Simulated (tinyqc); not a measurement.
Temperatures in a stack of 4 dies with leakage feedback: one step of the calculation.

One-dimensional heat flow to a sink below die 0. The power of each die is released in a plane at its top; from the plane of die j > 0 heat crosses its silicon (ts), a bond layer and the wiring of die j - 1; from die 0 it crosses t0, paste and sink. Copper shares the path through bond and wiring in parallel: k_eff = fm km + (1 - fm) k. Silicon is taken at the temperature of the plane above it. Leakage is P_l exp((T - 350 K)/Tl).

Task. Resistances per area at 300 K. R = thickness/conductivity for each layer.

Parameters, values chosen for the exercise; conductivities of the order met in silicon, wiring layers, bonds and pastes: conductivity of silicon at 300 K k0 = 142 W/(m K); thickness of a thinned die ts = 20 um; thickness of the die next to the sink t0 = 300 um; thickness of the wiring layers tb = 10 um; conductivity of the wiring layers kb = 2.4 W/(m K); thickness of a bond layer tg = 1 um; conductivity of the bond dielectric kg = 0.7 W/(m K); area share of copper through bond and wiring fm = 0.1; conductivity of copper km = 390 W/(m K); paste and lid Rt = 0.21 K cm^2/W; heat sink Rs = 0.37 K cm^2/W.

Wanted: thick die; thinned die; k_eff of the bond; k_eff of the wiring; bond plus wiring; paste plus sink.

Result.

thick die = 0.021127 K cm^2/W
thinned die = 0.0014085 K cm^2/W
k_eff of the bond = 39.630 W/(m K)
k_eff of the wiring = 41.160 W/(m K)
bond plus wiring = 0.0026819 K cm^2/W
paste plus sink = 0.58000 K cm^2/W

Numbers from tinyqc (`OMP_NUM_THREADS=1 python tinyqc.py 2162057 2162058 out.jsonl`; about 0.03 s on one thread of a shared Intel Xeon 2.30GHz).
